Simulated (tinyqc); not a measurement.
From results back to parameters: direct gap of a germanium-like layer under biaxial tension. Two cases, with inputs chosen for the exercise.

Problem. A (001) layer under biaxial tension e_par has ezz = -2 (C12/C11) e_par, Ec = Eg + ac tr(e), E(HH) = -P - Q and E(LH) = -P + (Q - Dso + sqrt(Dso^2 + 2 Dso Q + 9 Q^2))/2 with P = -av tr(e), Q = -b (e_par - ezz). The transition from the light-hole edge is given.

Case 1.

Values chosen (near those of Ge, gaps at low temperature; the results hold for these values, not for the real material): Eg = 0.902 eV (gap at Gamma to the s-like level); Dso = 0.284 eV (spin-orbit splitting); ac = -8.32 eV (conduction deformation potential); av = 1.26 eV (valence hydrostatic potential); b = -2.52 eV (tetragonal shear potential); C11 = 129.5 GPa; C12 = 47.9 GPa.

Ec - E(LH) = 0.720534 eV

Case 2.

Values chosen (near those of Ge, gaps at low temperature; the results hold for these values, not for the real material): Eg = 0.882 eV (gap at Gamma to the s-like level); Dso = 0.295 eV (spin-orbit splitting); ac = -8.3 eV (conduction deformation potential); av = 1.26 eV (valence hydrostatic potential); b = -2.52 eV (tetragonal shear potential); C11 = 126.6 GPa; C12 = 48.8 GPa.

Ec - E(LH) = 0.782087 eV

Find: e_par; Ec - E(HH).

Solution. Ec - E(LH) falls steadily with tension, so bisection between 0 and 4 % gives the only root; then Ec - E(HH) = Eg + (ac - av) tr(e) + Q.

Case 1.

e_par = 1.030 %
Ec - E(HH) = 0.8228 eV

Case 2.

e_par = 0.590 %
Ec - E(HH) = 0.8390 eV

Computed by tinyqc, one run a case: `OMP_NUM_THREADS=1 python tinyqc.py N N+1 out.jsonl` with N = 1051227, 1051230; one thread of a shared Intel(R) Xeon(R) Processor @ 2.30GHz, about 0.01 s a run at most.
